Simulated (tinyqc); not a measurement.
Electron mobility of a polar semiconductor by Rode's iterative solution of the Boltzmann equation: one step, computed by the program tinyqc. Command: `OMP_NUM_THREADS=1 python tinyqc.py 3005830 3005831 out.jsonl rode walk`. One thread of a shared host (Intel(R) Xeon(R) Processor @ 2.30GHz), about 0.01 s of CPU time with the checks.

The distribution is f(E) + e F l(E) (-df/dE) cos(theta) for a weak field F, theta counted from the force; l(E) is a mean free path. Elastic processes enter by their momentum rate, polar optical phonons by out- and in-scattering terms. One valley only: where upper valleys lie close, measured mobilities are lower. The density n is prescribed, even where a narrow-gap material would have more intrinsic carriers.

Task: The first two iterations on one ladder of the grid. Iteration: l_new(E) = [v(E) + c+ l(E + hbar w) + c- l(E - hbar w)]/(nu + S_o), from l = 0.

Inputs (values chosen for the exercise, modelled on InSb): temperature T = 200 K.

Band: Kane. Elastic processes: acoustic, impurity.

Points j = s/2, s/2 + s, ... (the first seven rungs, or as many as the grid holds), rates in 1e12/s:
```
E (meV)   v (m/s)         nu       S_o         c+         c-
14.175   539994.5  0.4447865  0.327332  0.1277645  0.0000000
38.475   759980.4  0.1600724  0.933425  0.1700854  0.2367328
62.775   856907.1  0.1299107  1.157694  0.1912792  0.4297703
87.075   910691.6  0.1374232  1.279351  0.2062946  0.5430027
111.375  944105.5  0.1597194  1.368914  0.2183658  0.6254587
135.675  966420.4  0.1909135  1.442307  0.2286697  0.6916644
159.975  982112.3  0.2288448  1.505513  0.2377636  0.7476623
```

Give: l after iteration 1; l after iteration 2 (all rungs but the last shown).

Result:

l after iteration 1 (nm): [699.4, 695.0, 665.5, 642.8, 617.6, 591.7, 566.3]

l after iteration 2 (all rungs but the last shown) (nm): [814.4, 949.9, 993.0, 987.8, 965.1, 932.6]

In-scattering lengthens l on the lowest rung by 16.4 % and on the second by 36.7 % in this step.
